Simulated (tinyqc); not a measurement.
## Electron continuity equation in a given potential, Scharfetter-Gummel discretisation: three discretisations compared

Steady state in one dimension: J = q mu n E + q D dn/dx with E = -dpsi/dx and D = mu Vt, dJ/dx = q (n/tau - G), fixed densities nL and nR at the ends. The potential is given, psi = U x/L, and is not changed by the electrons.

9 equal intervals. Fluxes J_i = (q D/h)(n_(i+1) P_i - n_i Q_i), d_i = (psi_(i+1) - psi_i)/Vt: Scharfetter-Gummel P = B(d), Q = B(-d), B(d) = d/(exp(d) - 1); central P = 1 - d/2, Q = 1 + d/2; upwind P = 1 + max(-d, 0), Q = 1 + max(d, 0). Balance at each inner node: J_i - J_(i-1) = q h (n_i/tau - G). The reference is Scharfetter-Gummel on 1800 intervals.

Values chosen for this exercise; mobility close to that of indium phosphide at room temperature:
- T = 450 K (temperature)
- mu = 4990 cm^2/(V s) (electron mobility)
- L = 5.5 um (length of the region)
- nL = 2.5e14 cm^-3 (density at x = 0)
- nR = 2.1e13 cm^-3 (density at x = L)
- tau = 1.3e-10 s (lifetime)
- G = 0 cm^-3 s^-1 (uniform generation rate)
- U = 0.29 V (potential difference psi(L) - psi(0))

Constants: q = 1.602176634e-19 C, kB = 1.380649e-23 J/K, Vt = kB T/q. Results are converted to the units shown.

Densities (cm^-3):
```
node,Scharfetter-Gummel,central,upwind,reference
0,2.500e14,2.500e14,2.500e14,2.500e14
1,2.153e14,2.150e14,2.166e14,2.149e14
2,1.853e14,1.849e14,1.875e14,1.847e14
3,1.595e14,1.590e14,1.622e14,1.587e14
4,1.371e14,1.366e14,1.399e14,1.363e14
5,1.175e14,1.170e14,1.198e14,1.166e14
6,9.957e13,9.927e13,1.008e14,9.867e13
7,8.154e13,8.158e13,8.104e13,8.073e13
8,5.902e13,5.946e13,5.685e13,5.845e13
9,2.100e13,2.100e13,2.100e13,2.100e13
```

Largest errors as a share of the largest reference density listed: Scharfetter-Gummel 0.36 %, central 0.41 %, upwind 1.5 %. The largest |d| is 0.831. Upwinding stays positive but acts as if D were larger by the factor 1 + |d|/2, up to 1.42 here.

tinyqc, about 0.01 s, one thread, Intel Xeon 2.30GHz (shared host): `OMP_NUM_THREADS=1 python tinyqc.py 2220101 2220102 out.jsonl`
